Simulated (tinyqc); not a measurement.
# Inputs raised by 10 %, one at a time

Model: electromigration in a confined line: Blech product, Korhonen stress evolution and Black's law. Computed by tinyqc, a small Python program. Command: `OMP_NUM_THREADS=1 python tinyqc.py 3009967 3009968 out.jsonl emigr sens`. One thread of a shared host (Intel(R) Xeon(R) Processor @ 2.30GHz), about 0.01 s of CPU time with the checks.

The electron wind pushes atoms from the cathode (x = 0) to the anode (x = L); blocking ends build a back stress (tension positive). The input rho is taken not to change with temperature. d sigma/dt = d/dx [kappa (d sigma/dx + G)], with zero flux at both ends and sigma = 0 at t = 0.

Inputs (values chosen for the exercise, close to those used for copper lines):
```
quantity,value,unit
resistivity rho,3.21,micro-ohm cm
atomic volume Omega,11.8,angstrom^3
effective charge number Z*,1,-
prefactor D0,1.6e-08,m^2/s
activation energy E,0.824,eV
effective modulus B,23,GPa
critical stress sigma_c,85,MPa
current density j,4.7,MA/cm^2
line length L,20,um
test temperature T,250,C
use temperature T_u,105,C
use current density j_u,0.52,MA/cm^2
current exponent n,2,-
```

Start: stress-free.

Constants: e = 1.602176634e-19 C; k_B = 8.617333262e-05 eV/K; k_B = 1.380649e-23 J/K.

Method:
- G = Z* e rho j/Omega; D = D0 exp(-E/(k_B T)); kappa = D B Omega/(k_B T); drift velocity of an unconfined line v = D Z* e rho j/(k_B T). SI: 1 micro-ohm cm = 1e-8 ohm m, 1 MA/cm^2 = 1e10 A/m^2.
- Temperatures in kelvin are T(C) + 273.15.
- At steady state sigma(x) = G (L/2 - x). A void forms only if the cathode stress reaches sigma_c, that is if j L exceeds (j L)_c = 2 Omega (sigma_c)/(Z* e rho). Time scale tau = L^2/kappa.
- sigma(x, t) = G L [1/2 - x/L - 4 sum_(m odd) cos(m pi x/L) exp(-m^2 pi^2 s)/(m pi)^2], s = t/tau, summed to m = 399.
- Solve sigma(0, t) = sigma_c for s; the semi-infinite estimate is t = (pi/kappa) ((sigma_c)/(2 G))^2.
- Median life t50 = A j^(-n) exp(E/(k_B T)); acceleration factor = t50(use)/t50(test) = (j/j_u)^n exp[(E/k_B)(1/T_u - 1/T)].

Runs:
```
input moved,from,to,nucleation time (h),tau (h),drift velocity (nm/h),acceleration factor
base run,-,-,0.5418,16.02,22.23,9.036e+04
resistivity rho (micro-ohm cm),3.21,3.531,0.4477,16.02,24.46,9.036e+04
effective charge number Z*,1,1.1,0.4477,16.02,24.46,9.036e+04
prefactor D0 (m^2/s),1.6e-08,1.76e-08,0.4925,14.57,24.46,9.036e+04
effective modulus B (GPa),23,25.3,0.4925,14.57,22.23,9.036e+04
critical stress sigma_c (MPa),85,93.5,0.6559,16.02,22.23,9.036e+04
current density j (MA/cm^2),4.7,5.17,0.4477,16.02,24.46,1.093e+05
```

Exponents ln(y'/y) / ln(x'/x):
```
input,nucleation time,tau,drift velocity,acceleration factor
resistivity rho,-2.001,0,1,0
effective charge number Z*,-2.001,0,1,0
prefactor D0,-1.000,-1,1,0
effective modulus B,-1.000,-1,0,0
critical stress sigma_c,2.005,0,0,0
current density j,-2.001,0,1,2
```

To which inputs is each result most sensitive?

Among the inputs moved here: nucleation time answers most in size to critical stress sigma_c (exponent +2.005), and about equally to resistivity rho (-2.001), current density j (-2.001), effective charge number Z* (-2.001). Its exponent -1.000 in prefactor D0: all times scale as 1/kappa. Its exponent -1.000 in effective modulus B: all times scale as 1/kappa. tau answers most in size to effective modulus B (exponent -1.000), and about equally to prefactor D0 (-1.000); its exponent is below 0.0005 for resistivity rho, effective charge number Z*, critical stress sigma_c, current density j. Drift velocity answers most in size to resistivity rho (exponent +1.000), and about equally to effective charge number Z* (+1.000), prefactor D0 (+1.000), current density j (+1.000); its exponent is below 0.0005 for effective modulus B, critical stress sigma_c. Acceleration factor answers most in size to current density j (exponent +2.000); its exponent is below 0.0005 for resistivity rho, effective charge number Z*, prefactor D0, effective modulus B, critical stress sigma_c.

Caution (all rows): j_u L lies below the critical product, so the acceleration factor is formal: at use the line would not void.
